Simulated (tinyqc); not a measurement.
Six-band k.p model of the valence band of a wurtzite crystal: one step. Levels and weights. Three cases, with inputs chosen for the exercise.

Problem. H is one of the two 3 x 3 blocks into which the six-band matrix falls, in the basis HH, LH, CH of the unmixed zone-centre states. Diagonalise it.

Give: levels from the top; weights.

Case 1.

H(k) (eV):
```
            HH                  LH                  CH
HH   -0.208661           -0.007186           0.013753i
LH   -0.007186           -0.220727  0.008532+0.013753i
CH  -0.013753i  0.008532-0.013753i           -0.203894
```

Solution.

levels from the top (eV): -0.1891  -0.2074  -0.2368

weights:
```
      top  second  third
HH  0.236   0.575  0.190
LH  0.115   0.360  0.525
CH  0.649   0.065  0.285
```

Case 2.

H(k) (eV):
```
            HH                  LH                  CH
HH   -0.101342           -0.104151           0.029236i
LH   -0.104151           -0.113209  0.008391+0.029236i
CH  -0.029236i  0.008391-0.029236i            0.011774
```

Solution.

levels from the top (eV): 0.0207  -0.0044  -0.2192

weights:
```
      top  second  third
HH  0.046   0.497  0.457
LH  0.040   0.449  0.511
CH  0.914   0.054  0.032
```

Case 3.

H(k) (eV):
```
            HH                  LH                  CH
HH   -0.038162           -0.008783           0.029232i
LH   -0.008783           -0.050028  0.008391+0.029232i
CH  -0.029232i  0.008391-0.029232i            0.122045
```

Solution.

levels from the top (eV): 0.1317  -0.0342  -0.0637

weights:
```
      top  second  third
HH  0.026   0.695  0.279
LH  0.024   0.302  0.674
CH  0.950   0.003  0.047
```

Computed by tinyqc, one run a case: `OMP_NUM_THREADS=1 python tinyqc.py N N+1 out.jsonl` with N = 1050788, 1050851, 1050884; one thread of a shared Intel(R) Xeon(R) Processor @ 2.30GHz, about 0.01 s a run at most.
